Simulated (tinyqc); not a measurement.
Against doping: dopants and charged point defects at anneal temperature: Fermi-level effect, clustering and pairing. Computed by tinyqc, a small Python program. Command: `OMP_NUM_THREADS=1 python tinyqc.py 3007565 3007566 out.jsonl pairing walk`. One thread of a shared host (Intel(R) Xeon(R) Processor @ 2.30GHz), about 0.01 s of CPU time with the checks.

Boltzmann statistics and full ionisation of active dopants. Energies are counted from the valence band; the defect (a vacancy or self-interstitial) has five charge states, with all degeneracy factors one.

Inputs (values chosen for the exercise, with bands modelled on 4H-SiC):
```
quantity                                         value   unit
gap at 0 K E_g0                                    3.3     eV
Varshni alpha                                 0.000341   eV/K
Varshni beta                                       688      K
electron mass m_e                                0.402    m_0
valleys M_c                                          3      -
hole mass m_h                                     1.97    m_0
anneal temperature T                              1430      K
total dopant density N                         4.4e+18  cm^-3
formation enthalpy of the neutral defect H_f      4.49     eV
formation entropy S_f                              9.8    k_B
site density N_s                               4.7e+22  cm^-3
```

Dopant: donor. Second part: pairing with a mobile impurity.

defect levels as fractions of E_g(T): (2+/+), (+/0), (0/-), (-/2-): 0.16  0.12  0.53  0.67

Constants: m_0 = 9.1093837015e-31 kg; k_B = 1.380649e-23 J/K; h = 6.62607015e-34 J s; k_B = 8.617333262e-05 eV/K.

Method:
- E_g = E_g0 - alpha T^2/(T + beta).
- N_c = 2 M_c (2 pi m_e k_B T/h^2)^(3/2) and N_v = 2 (2 pi m_h k_B T/h^2)^(3/2), masses in units of m_0.
- n_i = sqrt(N_c N_v) exp(-E_g/2 k_B T); E_i = E_g/2 + (k_B T/2) ln(N_v/N_c).
- No clustering: A = N.
- n = A/2 + sqrt(A^2/4 + n_i^2) for an active density A.
- chi = n/n_i (for acceptors n_i/p); E_F = E_i + k_B T ln chi; field enhancement h = 1 + A/sqrt(A^2 + 4 n_i^2).
- C_0 = N_s exp(S_f/k_B) exp(-H_f/k_B T). Ratios to the neutral state at E_F = E_i: r_+ = exp((E(+/0) - E_i)/k_B T), r_2+ = r_+ exp((E(2+/+) - E_i)/k_B T), r_- = exp((E_i - E(0/-))/k_B T), r_2- = r_- exp((E_i - E(-/2-))/k_B T); at other E_F state q scales as chi^(-q). The enhancement is sum r_q chi^(-q)/sum r_q. The charge on the defects is left out of neutrality.
- chi = n/n_i; h = 1 + A/sqrt(A^2 + 4 n_i^2); the dopant diffusivity over its intrinsic value is D/D_i = enhancement x h x A/N, if every charge state carries the dopant equally well.

E_g = 2.97077 eV

k_B T = 0.123228 eV

n_i = 2.21056e+15 cm^-3

E_i = 1.56458 eV

effective density of states N_b of the majority band = 1.99689e+20 cm^-3

neutral defects C_0 = 1.27053e+11 cm^-3

Charge states:
```
state      ratio r  intrinsic (cm^-3)  doped (cm^-3)
2+     8.00576e-09        1.01716e+03    2.56737e-04
+      5.52462e-05        7.01920e+06    3.52645e+03
0      1.00000e+00        1.27053e+11    1.27053e+11
-      9.22617e-01        1.17221e+11    2.33322e+14
2-     2.91240e-02        3.70029e+09    1.46601e+16
```

Trend at the anneal temperature:
```
N (cm^-3)  active A (cm^-3)         chi  defect enhancement  mean charge       D/D_i
6.60e+13           6.60e+13  1.0150e+00          1.0076e+00      -0.5067  1.0226e+00
2.90e+14           2.90e+14  1.0677e+00          1.0341e+00      -0.5210  1.1018e+00
1.30e+15           1.30e+15  1.3364e+00          1.1707e+00      -0.5851  1.5010e+00
5.50e+15           5.50e+15  2.8401e+00          1.9753e+00      -0.8015  3.5148e+00
2.40e+16           2.40e+16  1.0948e+01          7.4762e+00      -1.1707  1.4829e+01
1.10e+17           1.10e+17  4.9781e+01          6.1022e+01      -1.5976  1.2200e+02
4.60e+17           4.60e+17  2.0810e+02          7.4505e+02      -1.8666  1.4901e+03
2.00e+18           2.00e+18  9.0475e+02          1.2643e+04      -1.9661  2.5285e+04
8.80e+18           8.80e+18  3.9809e+03          2.3835e+05      -1.9921  4.7670e+05
```

What does the comparison show, and why?

Well below n_i = 2.21e15 cm^-3 chi and the enhancement are near 1. At any doping d ln(enhancement)/d ln chi equals minus the mean charge, which goes from -0.51 to -1.99 over the rows.
